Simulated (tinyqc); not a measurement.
How far the series holds: five-level k.p model folded onto the conduction band.

For k along z and one spin sector the level c couples to four states. With c0 = hbar^2/2m0, P = sqrt(Ep c0), P2 = sqrt(Ep2 c0): diagonal Eg + (1 + Cm) c0 k^2 for c, and 0, -Dso, E7 + D2, E7 for lh, so, G8 up, G7 up (their own dispersion is left out); couplings of c: sqrt(2/3) P k to lh, sqrt(1/3) P k to so, sqrt(2/3) P2 k to G8 up, sqrt(1/3) P2 k to G7 up (phases chosen real).

Expanding E = H_cc + S(E) about Eg in powers of k^2, with s_n = sum_j H_cj^2/(Eg - H_jj)^n: order k^2: e2 = (1 + Cm) c0 k^2 + s1; order k^4: e4 = -s2 e2; order k^6: e6 = s3 e2^2 + s2^2 e2.

Constants: hbar^2/2m0 = 3.80998211 eV angstrom^2.

Parameters, chosen for this exercise (near those of CdTe; the results hold for these values, not for the real material): Eg = 1.515 eV (gap at Gamma to the s-like level); Dso = 0.865 eV (spin-orbit splitting); Ep = 19.1 eV (Kane energy); E7 = 5.27 eV (upper Gamma7 conduction level, from the valence top); D2 = 0.32 eV (its spin-orbit splitting, Gamma8 above Gamma7); Ep2 = 3.7 eV (Kane energy to the upper levels); Cm = -1 (remote term in 1/m).

Energies from Eg; Pk/Eg measures the coupling.

Levels (eV):

| k (1/angstrom) | Pk/Eg | to k^2 | to k^4 | to k^6 | exact |
|---|---|---|---|---|---|
| 0.0266 | 0.150 | 0.0274 | 0.0268 | 0.0269 | 0.0269 |
| 0.0609 | 0.343 | 0.1434 | 0.1294 | 0.1319 | 0.1315 |
| 0.0951 | 0.535 | 0.3496 | 0.2664 | 0.3034 | 0.2904 |
| 0.1294 | 0.729 | 0.6473 | 0.3620 | 0.5966 | 0.4811 |
| 0.1636 | 0.921 | 1.0346 | 0.3058 | 1.2640 | 0.6864 |
| 0.1979 | 1.114 | 1.5140 | -0.0465 | 2.9554 | 0.8973 |
| 0.2321 | 1.307 | 2.0824 | -0.8700 | 6.9424 | 1.1059 |
| 0.2664 | 1.500 | 2.7434 | -2.3807 | 15.4817 | 1.3086 |

Within 2 % of the exact level stay: the k^2 term up to Pk/Eg = 0.15, the sum to k^4 up to Pk/Eg = 0.34, the sum to k^6 up to Pk/Eg = 0.34. In the last row the errors are +1435, -3689 and +14173 meV: higher orders make it worse, since the series in k^2 converges only for Pk below about Eg/2 in the two-level limit E = Eg/2 + sqrt(Eg^2/4 + P^2 k^2).

Program tinyqc; command `OMP_NUM_THREADS=1 python tinyqc.py 1050645 1050646 out.jsonl`; about 0.01 s on one thread of a shared Intel(R) Xeon(R) Processor @ 2.30GHz.
